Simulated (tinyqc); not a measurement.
# Surface potential of a MOS transistor: implicit equation and explicit approximations: two studies

p-type body, charge-sheet picture, depletion and inversion only, full ionisation (an idealisation for deep acceptors), Boltzmann statistics (rough once Na exp(x - xn) passes about Nc/7). In units of Vt: xg = (Vg - Vfb)/Vt, x = psi/Vt, G = gamma/sqrt(Vt), xn = (2 phiF + Vc)/Vt. The implicit equation is (xg - x)^2 = G^2 [x - 1 + exp(x - xn)] for x above about 3. Cox = eps0 eox/tox.

Parameters, values chosen for the exercise; band and dielectric values close to those of silicon:
- T = 400 K (temperature)
- Eg = 1.11 eV (band gap)
- eps_r = 11.9 (relative permittivity)
- Nc = 4.31e19 cm^-3 (conduction-band density of states at T)
- Nv = 4e19 cm^-3 (valence-band density of states at T)
- eox = 3.9 (relative permittivity of the gate insulator (close to silicon dioxide))
- tox = 13 nm (insulator thickness)
- Na = 6.4e17 cm^-3 (acceptor density)
- Vfb = -0.77 V (flat-band voltage)
- Vc = 0 V (channel-body voltage)
- Vg = 2.02 V (gate-body voltage)

Constants: q = 1.602176634e-19 C, kB = 1.380649e-23 J/K, Vt = kB T/q, eps0 = 8.8541878128e-14 F/cm where lengths are in cm. Results are converted to the units shown.

Each table varies one quantity; the others keep the values above.

## Accuracy of the approximations against gate voltage

ni = sqrt(Nc Nv) exp(-Eg/(2 Vt)), Eg in volts; phiF = Vt ln(Na/ni); gamma = sqrt(2 q eps0 eps_r Na)/Cox; VT = Vfb + Vt (xn + G sqrt(xn - 1)). Depletion value a = 1 + [sqrt(G^2/4 + xg - 1) - G/2]^2; inversion value b = xn + ln[(xg - xn)^2/G^2 - xn + 1] and first guess y = min(a, b) - ln(1 + exp(-|a - b|)) if a > xn + 1, else b = y = a; one second-order correction with D = exp(y - xn), p = 2 (xg - y) + G^2 (1 + D), w = (xg - y)^2 - G^2 (y - 1 + D): z = y + 2 w/(p + sqrt(p^2 - 2 (2 - G^2 D) w)), or the Newton step z = y + w/p where the root is not real. N_inv = (Cox Vt G/q) [sqrt(x - 1 + exp(x - xn)) - sqrt(x - 1)] at the root. Lambert form (Cox m Vt/q) W0[(G/(2 m sqrt(xn - 1))) exp((Vg - VT)/(m Vt))], m = 1 + G/(2 sqrt(xn - 1)). Errors under 1e-4 mV, and the linear form below VT, are printed as 0.

Accuracy of the approximations against gate voltage:
```
Vg (V)  psi (V)   x - xn  error of y (mV)  error of z (mV)  N_inv (cm^-2)  Cox (Vg - VT)/q (cm^-2)  Lambert form (cm^-2)
1.21     0.6297   -5.589           0.0685                0        2.423e8                        0               1.735e8
1.41     0.7244   -2.843             1.03                0        3.504e9                        0               3.141e9
1.61     0.8119  -0.3029             12.6           -0.101       4.155e10                  7.121e9              4.158e10
1.81     0.8670    1.294             10.1           -0.120       1.929e11                 3.387e11              1.968e11
2.01     0.8965    2.151             14.4           -0.505       4.289e11                 6.703e11              4.376e11
2.21     0.9153    2.697             12.3           -0.321       7.001e11                 1.002e12              7.137e11
2.41     0.9290    3.093             10.4           -0.187       9.879e11                 1.333e12              1.006e12
2.61     0.9398    3.406             8.97           -0.118       1.285e12                 1.665e12              1.308e12
2.81     0.9487    3.665             7.94          -0.0804       1.588e12                 1.997e12              1.616e12
```

What does the table show?

psi rises from 0.630 to 0.949 V and ends 3.7 Vt above 2 phiF + Vc. Among the rows the first guess is off by at most 14 mV (at Vg = 2.01 V) and the corrected value by at most 0.50 mV. In the last row the linear form is 26 % above N_inv and the Lambert form 1.7 % above it; in the first row the Lambert form is 28 % below it. For Vg = 2.21, 2.41, 2.61, 2.81 the electron quasi-Fermi level lies less than 2 Vt below the band edge at the surface, or above it, where degeneracy and confinement, left out, matter.

## Effect of the insulator thickness at fixed gate voltage

Same model as above.

Effect of the insulator thickness at fixed gate voltage:
```
tox (nm)  psi (V)  x - xn  error of y (mV)  error of z (mV)  N_inv (cm^-2)  Cox (Vg - VT)/q (cm^-2)  Lambert form (cm^-2)
4.3         1.012   5.503             8.32          -0.0960       6.043e12                 7.287e12              6.210e12
5.9        0.9879   4.802             8.38          -0.0974       3.750e12                 4.613e12              3.843e12
8.1        0.9604   4.004             9.21           -0.130       2.077e12                 2.660e12              2.123e12
11         0.9258   3.002             11.8           -0.285       9.134e11                 1.280e12              9.324e11
15         0.8569   1.003             6.59          -0.0274       1.463e11                 2.519e11              1.490e11
21         0.6223  -5.803           0.0675                0        1.969e8                        0               1.312e8
28         0.4274  -11.46          2.73e-4                0        8.420e5                        0               1.554e5
39         0.2657  -16.15                0                0        1.007e4                        0                 150.9
```

Read the table: what changes, and by how much?

As tox goes from 4.3 to 39, psi falls from 1.01 to 0.266 V, x - xn falls from 5.50 to -16.2 and N_inv falls from 6.04e12 to 10100 cm^-2. The Lambert form lies between 0.0150 and 1.03 times N_inv. For tox = 4.3, 5.9, 8.1, 11 the electron quasi-Fermi level lies less than 2 Vt below the band edge at the surface, or above it, where degeneracy and confinement, left out, matter.

Computed by the program tinyqc: `OMP_NUM_THREADS=1 python tinyqc.py 2122143 2122144 out.jsonl`, one thread of a shared Intel Xeon 2.30GHz, about 0.01 s for the whole run.
